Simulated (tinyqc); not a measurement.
Model-solid line-up of a strained alloy layer on a substrate: sweeps and comparisons. A value that a table varies takes the place of the one given here.

All values of the alloy are linear in x but the gap, Eg(x) = (1 - x) Eg_A + x Eg_B - C x (1 - x), and the valence edge, Ev(x) = (1 - x) Ev_A + x Ev_B + fv C x (1 - x); Ec = Ev + Eg. Ev is the top of the unstrained valence band on a scale common to all materials. In the layer only the Gamma valley of the conduction band is followed, also where an X or L valley would lie lower.

Coherent growth on a (001) face: e_par = (a_s - a)/a, e_perp = -2 (C12/C11) e_par; exx = eyy = e_par, ezz = e_perp, no shear.

Strained edges: Ec + ac tr(e); the valence edges are Ev plus the levels of the 6 x 6 matrix of X, Y, Z times spin with -Dso/3 + l exx + m (eyy + ezz) on the diagonal (cyclic), n exy off it, l = av + 2 b, m = av - b, n = sqrt(3) d. Spin-orbit term (Dso/3) L.sigma on X, Y, Z with (L_k)_ij = -i epsilon_kij: <X+|H|Y+> = -i Dso/3, <X+|H|Z-> = Dso/3, <Y+|H|Z-> = -i Dso/3, <Z+|H|X-> = -Dso/3, <Z+|H|Y-> = i Dso/3, <X-|H|Y-> = i Dso/3, and their conjugates; + and - are the spin along z.

dEc = Ec(substrate) - Ec(layer), dEv = Ev(layer) - Ev(substrate); positive values confine the carrier in the layer. Type I: both of one sign; type II: opposite signs; type III: the gaps do not overlap.

Coherent growth: e_par = (a_s - a)/a. (001): e_perp = -2 (C12/C11) e_par; exx = eyy = e_par, ezz = e_perp, no shear. (111): e_perp = -(2 C11 + 4 C12 - 4 C44)/(C11 + 2 C12 + 4 C44) e_par; exx = eyy = ezz = (2 e_par + e_perp)/3 and exy = eyz = ezx = (e_perp - e_par)/3. (110): e_perp = -(C11 + 3 C12 - 2 C44)/(C11 + C12 + 2 C44) e_par; exx = eyy = (e_par + e_perp)/2, ezz = e_par, exy = (e_perp - e_par)/2, eyz = ezx = 0.

Inputs chosen for the exercise (A near InP, B near GaP, substrate near GaAs; not measured data):
- a = (5.865, 5.456) angstrom (lattice constant of A, B)
- Eg = (1.413, 2.901) eV (gap at Gamma to the s-like level of A, B)
- Dso = (0.109, 0.08) eV (spin-orbit splitting of A, B)
- Ev = (-0.93, -1.25) eV (top of the unstrained valence band of A, B)
- ac = (-5.92, -8.29) eV (conduction deformation potential of A, B)
- av = (0.59, 1.71) eV (valence hydrostatic potential of A, B)
- b = (-2.01, -1.6) eV (tetragonal shear potential of A, B)
- d = (-5.04, -4.57) eV (trigonal shear potential of A, B)
- C11 = (101, 142.3) GPa (of A, B)
- C12 = (55.3, 62.8) GPa (of A, B)
- C44 = (45.8, 70.7) GPa (of A, B)
- C = 0.731 eV (bowing of the gap)
- fv = 0 (share of the bowing taken by the valence edge)
- a_s = 5.651 angstrom (substrate)
- Eg_s = 1.513 eV (lowest gap of the substrate)
- Ev_s = -0.8 eV (substrate valence edge)
- face = 001 (growth face)
- x = 0.68 (fraction of B)

## Composition against offsets

Each composition is strained to the same substrate.

Results:
```
x,e_par (%),relaxed gap (eV),strained gap (eV),valence splitting (meV),dEc (eV),dEv (eV),type
0.10,-2.97,1.496,1.565,63,0.008,-0.061,II
0.22,-2.15,1.615,1.682,58,-0.035,-0.134,I
0.33,-1.38,1.742,1.795,50,-0.086,-0.197,I
0.45,-0.53,1.902,1.926,30,-0.152,-0.261,I
0.57,0.34,2.082,2.037,26,-0.231,-0.294,I
0.69,1.22,2.283,2.104,104,-0.321,-0.270,I
0.80,2.04,2.486,2.170,176,-0.414,-0.243,I
0.92,2.96,2.728,2.250,252,-0.526,-0.211,I
```

The alloy matches the substrate at x = 0.523, where the top valence edge changes its character and the splitting passes through zero. The strained gap runs from 1.565 to 2.250 eV, against 1.496 to 2.728 eV for the relaxed alloy: strain takes back part of the change that the composition makes. Strains above 2 % can be kept only in layers of a few nanometres. The type changes: II to I between x = 0.10 and 0.22. Offsets below about 50 meV are within the spread of parameter sets, so those rows do not settle the type. Where the alloy is indirect its X or L edge, left out, lies lower and sets the real gap and dEc.

## The same layer on three faces

Composition and substrate are kept.

Results:
```
face,e_perp (%),tr(e) (%),shift of Ec (meV),shift of Ev (meV),valence splitting (meV),gap (eV)
(001),-1.074,1.221,-92.0,75.0,96.9,2.0988
(111),-0.570,1.725,-129.9,97.0,120.5,2.0388
(110),-0.673,1.622,-122.2,92.6,113.4,2.0510
```

The layer yields most along the normal on (001) and least on (111), so the volume change, and with it the shift of Ec, is largest on (111). The valence splitting, set by b on (001), by d on (111) and by both on (110), is largest on (111). The gaps span 60 meV, from (111) to (001).

## What each parameter does

Strained gap, valence splitting and offsets. Each row changes one parameter from the base and keeps the others.

Results:
```
case,gap (eV),splitting (meV),dEc (eV),dEv (eV)
base,2.0988,96.9,-0.3132,-0.2726
x = 0.66,2.0876,83.7,-0.2975,-0.2771
a_s = 5.671 angstrom,2.0430,130.9,-0.2845,-0.2455
C = 0.831 eV,2.0770,96.9,-0.2914,-0.2726
fv = 0.2,2.0988,96.9,-0.3450,-0.2408
Ev_s = -0.75 eV,2.0988,96.9,-0.2632,-0.3226
"ac = (-6.808, -9.533) eV",2.0850,96.9,-0.2994,-0.2726
"d = (-5.796, -5.256) eV",2.0988,96.9,-0.3132,-0.2726
"Dso = (0.125, 0.092) eV",2.1003,95.5,-0.3132,-0.2741
```

The largest shifts from the base row, up to three for each result and ties (the steps differ in size, so this ranks the rows, not the parameters). gap (eV): a_s -0.0558, C -0.0218, ac -0.0138; unchanged at the printed digits by fv, Ev_s and d. splitting (meV): a_s +34.0, x -13.2, Dso -1.5; unchanged at the printed digits by C, fv, Ev_s, ac and d. dEc (eV): Ev_s +0.0500, fv -0.0318, a_s +0.0287; unchanged at the printed digits by d and Dso. dEv (eV): Ev_s -0.0500, fv +0.0318, a_s +0.0271; unchanged at the printed digits by C, ac and d.

(tinyqc, `OMP_NUM_THREADS=1 python tinyqc.py 1050110 1050111 out.jsonl`, Intel(R) Xeon(R) Processor @ 2.30GHz, 1 thread, shared host, about 0.01 s.)
